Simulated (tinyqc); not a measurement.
Model-solid line-up of a strained alloy layer on a substrate: one step. Strain on the (001) substrate. Three cases, with inputs chosen for the exercise.

Problem. Use the values of the alloy.

Coherent growth on a (001) face: e_par = (a_s - a)/a, e_perp = -2 (C12/C11) e_par; exx = eyy = e_par, ezz = e_perp, no shear.

Case 1.

Values chosen (out of a larger set: A near InAs, B near AlAs, substrate near InAs; not measured data): a_s = 6.053 angstrom (substrate); face = 001 (growth face).

Alloy at x (a in angstrom, C11, C12, C44 in GPa, all else in eV):
```
symbol,value
a,6.041480
Eg,0.480013
Dso,0.389580
Ev,-0.621600
ac,-5.153800
av,1.043800
b,-1.834700
d,-3.614900
C11,84.484000
C12,44.973000
C44,40.502000
```

Case 2.

Values chosen (out of a larger set: A near GaAs, B near InAs, substrate near InP; not measured data): a_s = 5.866 angstrom (substrate); face = 001 (growth face).

Alloy at x (a in angstrom, C11, C12, C44 in GPa, all else in eV):
```
symbol,value
a,5.819800
Eg,0.971200
Dso,0.361800
Ev,-0.716000
ac,-6.300000
av,1.106000
b,-1.908000
d,-4.338000
C11,107.880000
C12,52.620000
C44,51.300000
```

Case 3.

Values chosen (out of a larger set: A near GaP, B near InP, substrate near GaAs; not measured data): a_s = 5.651 angstrom (substrate); face = 001 (growth face).

Alloy at x (a in angstrom, C11, C12, C44 in GPa, all else in eV):
```
symbol,value
a,5.768080
Eg,1.657931
Dso,0.102560
Ev,-1.005900
ac,-6.539100
av,0.849900
b,-1.890300
d,-4.937200
C11,111.054000
C12,56.811000
C44,51.305000
```

Give: e_par; e_perp; strain tensor in the cubic axes.

Solution.

Case 1.

e_par = 0.001907
e_perp = -0.002030

strain tensor in the cubic axes:
```
,x,y,z
x,0.001907,0.000000,0.000000
y,0.000000,0.001907,0.000000
z,0.000000,0.000000,-0.002030
```

The layer is under tension in the plane; its volume changes by +0.178 %.

Case 2.

e_par = 0.007938
e_perp = -0.007744

strain tensor in the cubic axes:
```
,x,y,z
x,0.007938,0.000000,0.000000
y,0.000000,0.007938,0.000000
z,0.000000,0.000000,-0.007744
```

The layer is under tension in the plane; its volume changes by +0.813 %.

Case 3.

e_par = -0.020298
e_perp = 0.020767

strain tensor in the cubic axes:
```
,x,y,z
x,-0.020298,0.000000,0.000000
y,0.000000,-0.020298,0.000000
z,0.000000,0.000000,0.020767
```

The layer is under compression in the plane; its volume changes by -1.983 %. Above 2 % only a few nanometres stay coherent, and linear deformation potentials lose accuracy.

Computed by tinyqc, one run a case: `OMP_NUM_THREADS=1 python tinyqc.py N N+1 out.jsonl` with N = 1081187, 1081433, 1081531; one thread of a shared Intel(R) Xeon(R) Processor @ 2.30GHz, about 0.02 s a run at most.
